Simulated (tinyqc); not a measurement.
Ballistic Schottky-barrier transistor with a two-dimensional channel, WKB contacts: two steps of the calculation.

Source Fermi level 0, drain Fermi level -Vd. Far from the contacts Ec = pn - psi, and the gate moves psi one to one; the band edges relax as exp(-x/lam) from pn at the source and pn - Vd at the drain; Ev = Ec - Eg. A carrier of energy w inside the channel band meets at a contact a barrier of height D (the contact edge beyond the channel edge): T = 1 for w >= D, else exp(-S), S = 4 lam sqrt(m/C) [sqrt(D - w) - sqrt(w) arctan sqrt((D - w)/w)], C = hbar^2/(2 m0). The two contacts combine as Ts Td/(Ts + Td - Ts Td).

Parameters, values chosen for the exercise; channel values close to those of a black phosphorus layer:
- T = 300 K (temperature)
- Eg = 0.592 eV (band gap)
- pn = 0.26 eV (barrier for electrons at both contacts)
- mp = 0.14 m0 (hole mass)
- g = 1 (valleys or subbands)
- lam = 2.2 nm (screening length at the contacts)
- Vd = 0.7 V (drain bias)
- ps = 0.19 V (band shift psi of the channel by the gate)
- w0 = 0.22 eV (energy of one carrier inside the channel band)
- wm = 0.69 eV (upper end of the grid)
- nE = 17 (points of the grid)

Constants: q = 1.602176634e-19 C, kB = 1.380649e-23 J/K, hbar = 1.054571817e-34 J s, h = 6.62607015e-34 J s, m0 = 9.1093837015e-31 kg, Vt = kB T/q, hbar^2/(2 m0) = 0.0380998212 eV nm^2. Results are converted to the units shown.

Question 1. Transmission of one of the holes. S and T at both contacts for w = w0, and the tunnelling distance lam ln(D/w) at the higher barrier.

D for holes (eV): source -0.19000000, drain 0.51000000

Give: S at the source; S at the drain; combined T; tunnelling distance.

Answer 1.

S at the source = 0
S at the drain = 2.3252
combined T = 0.097762
tunnelling distance = 1.8497 nm

Question 2. Current of the holes on a coarse grid. I/W = g (2 q^2/h) int T(w) [N(Es + w) - N(Ed + w)] dw with w the energy of motion along the channel, N(y) = (1/2 pi) sqrt(pi m kB T/C) Fm(-y/kB T), Fm(x) = (1/sqrt(pi)) int_0^infinity u^(-1/2)/(1 + exp(u - x)) du. Electrons: Ds = psi, Dd = psi - Vd, Es = Ec, Ed = Ec + Vd. Holes: Ds = -psi, Dd = Vd - psi, Es = -Ev, Ed = -Ev - Vd. The size of each current is taken; both flow from drain to source and add. Simpson's rule on nE equally spaced w from 0 to wm.

Give: w; Ts; Td; T; size of the supply difference; current.

Answer 2.

| point | w (eV) | Ts | Td | T | size of the supply difference (1/um) |
|---|---|---|---|---|---|
| 0 | 0.0000 | 1.000 | 5.864e-6 | 5.864e-6 | 254.9 |
| 1 | 0.0431 | 1.000 | 8.612e-4 | 8.612e-4 | 220.0 |
| 2 | 0.0862 | 1.000 | 0.004998 | 0.004998 | 177.6 |
| 3 | 0.1294 | 1.000 | 0.01692 | 0.01692 | 123.0 |
| 4 | 0.1725 | 1.000 | 0.04315 | 0.04315 | 59.84 |
| 5 | 0.2156 | 1.000 | 0.09135 | 0.09135 | 17.47 |
| 6 | 0.2587 | 1.000 | 0.1688 | 0.1688 | 3.711 |
| 7 | 0.3019 | 1.000 | 0.2800 | 0.2800 | 0.7173 |
| 8 | 0.3450 | 1.000 | 0.4243 | 0.4243 | 0.1359 |
| 9 | 0.3881 | 1.000 | 0.5938 | 0.5938 | 0.02566 |
| 10 | 0.4313 | 1.000 | 0.7709 | 0.7709 | 0.004840 |
| 11 | 0.4744 | 1.000 | 0.9265 | 0.9265 | 9.128e-4 |
| 12 | 0.5175 | 1.000 | 1.000 | 1.000 | 1.721e-4 |
| 13 | 0.5606 | 1.000 | 1.000 | 1.000 | 3.247e-5 |
| 14 | 0.6038 | 1.000 | 1.000 | 1.000 | 6.123e-6 |
| 15 | 0.6469 | 1.000 | 1.000 | 1.000 | 1.155e-6 |
| 16 | 0.6900 | 1.000 | 1.000 | 1.000 | 2.178e-7 |

current = 27.45 uA/um

Range of the model: No scattering, image-force lowering, channel charge or band-to-band tunnelling; parabolic kappa overstates S deep in the gap.

Computed by the program tinyqc: `OMP_NUM_THREADS=1 python tinyqc.py 2390130 2390131 out.jsonl`, one thread of a shared Intel Xeon 2.30GHz, about 0.3 s for the whole run.
